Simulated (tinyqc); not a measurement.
What moves the results: averaged masses of warped heavy- and light-hole bands. A value that a table varies takes the place of the one given here.

Four-band hole energies E = c k^2 f(u), c = hbar^2/2m0, f = g1 -/+ 2 sqrt(g2^2 + 3 (g3^2 - g2^2) s), s = ux^2 uy^2 + uy^2 uz^2 + uz^2 ux^2 for the unit vector u; minus for heavy, plus for light holes; the mass along u is 1/f.

Grid: n x n midpoints in cos(theta) from 0 to 1 and phi from 0 to pi/2, equal weights. m_d = <f^(-3/2)>^(2/3). Conductivity mass for one scattering time: 1/m_c = <|w|^2 f^(-5/2)>/<f^(-3/2)> with w = grad_k(k^2 f)/(2 k), that is |w|^2 = f^2 + |angular gradient of f|^2/4.

Parameters, chosen for this exercise (out of a larger set: near those of AlAs; not measured data):
```
symbol  value  unit  meaning
g1      3.8          Luttinger gamma1
g2      0.82         gamma2
g3      1.44         gamma3
```

## Ways to average over directions

Heavy and light m_d on grids of growing n, against n = 160; also the three-direction rule <F> = (10 F[100] + 16 F[110] + 9 F[111])/35 and the spherical masses 1/(g1 (1 -/+ mu)), mu = (6 g3 + 4 g2)/(5 g1).

Masses (m0):
```
method,heavy,light,error heavy (%),error light (%)
grid n = 1,1.0692,0.1500,36.96,-6.69
grid n = 2,0.7983,0.1584,2.25,-1.50
grid n = 3,0.7900,0.1597,1.19,-0.71
grid n = 5,0.7835,0.1603,0.36,-0.30
grid n = 10,0.7814,0.1607,0.09,-0.09
grid n = 160,0.7807,0.1608,0.00,0.00
three directions,0.8185,0.1625,4.85,1.03
spherical,0.7062,0.1617,-9.54,0.56
[100] alone,0.4630,0.1838,-40.70,14.32
```

The heavy mass is within 1 % from grid n = 5 on. Three directions err by +4.85 %, the spherical form by -9.54 % and [100] alone by -40.7 %; for light holes the same three err by +1.03, +0.56 and +14.3 %. The power -3/2 weights the heavy directions near [111], which a mean of f misses.

## Cyclotron masses against the field direction

For the central orbit m_cyc is the mean of 1/f(u) over the directions u normal to B (360 points on the circle). B lies in the (1-10) plane at the angle from [001]; 54.7 degrees is [111], 90 is [110].

Masses (m0):
```
angle (degrees),heavy,light
0.0,0.6387,0.1683
15.0,0.6758,0.1655
30.0,0.7665,0.1601
45.0,0.8398,0.1563
54.7,0.8514,0.1556
70.0,0.8394,0.1571
90.0,0.8269,0.1597
```

The heavy mass is smallest at 0 and largest at 54.7 degrees of the angles listed, a spread of 33 %; the light mass varies by 8.2 %. The orbit normal to [001] has s between 0 and 1/4, the orbit normal to [111] has s = 1/4 all round, which gives 1/(g1 - sqrt(g2^2 + 3 g3^2)) = 0.8514. This is the classical limit; low Landau levels of holes depart from it.

## Several materials

The inputs are values chosen for the exercise; n = 40; delta = (g3 - g2)/g1.

Results:
```
case,g1,g2,g3,m_d heavy,m_c heavy,m_d light,delta
A near GaAs,7.02,2.05,2.94,0.598,0.467,0.0818,0.127
B near Si,4.27,0.34,1.45,0.524,0.416,0.1553,0.260
C near GaP,4.03,0.49,1.24,0.507,0.446,0.1671,0.186
D near GaSb,13.40,4.67,6.01,0.460,0.334,0.0410,0.100
E near AlAs,3.76,0.82,1.43,0.797,0.648,0.1622,0.162
F near InP,5.06,1.59,2.10,0.846,0.707,0.1128,0.101
```

Heavy masses span a factor of 1.8 and light ones 4.1: the coupling to the conduction band adds to g1, 2 g2 and 2 g3 alike, so it cancels for heavy holes and doubles for light ones. The ratio m_c/m_d of the heavy holes is lowest for D (0.73); delta is largest for B; the heavy band feels the warping rather through (g3 - g2)/(g1 - 2 g3), which runs from 0.48 to 0.97 here and is 0.97 for the case with the lowest ratio.

## What each parameter does

n = 40. Each row changes one parameter from the base and keeps the others.

Results:
```
case,m_d heavy (m0),m_c heavy (m0),m_d light (m0),m_c light (m0)
base,0.7807,0.6362,0.1608,0.1587
g1 = 3.686,0.8619,0.6784,0.1638,0.1616
g2 = 0.845,0.7871,0.6475,0.1604,0.1584
g3 = 1.397,0.7401,0.6257,0.1622,0.1604
```

The largest shifts from the base row, up to three for each result and ties (the steps differ in size, so this ranks the rows, not the parameters). m_d heavy (m0): g1 +0.0811, g3 -0.0407, g2 +0.0064. m_c heavy (m0): g1 +0.0421, g2 +0.0113, g3 -0.0105. m_d light (m0): g1 +0.0030, g3 +0.0014, g2 -0.0004. m_c light (m0): g1 +0.0029, g3 +0.0017, g2 -0.0003.

Computed by tinyqc, a small Python program: `OMP_NUM_THREADS=1 python tinyqc.py 1051155 1051156 out.jsonl` (the numbers bound the seed that draws the inputs); one thread of a shared host (Intel(R) Xeon(R) Processor @ 2.30GHz), about 0.03 s for the whole set of steps.
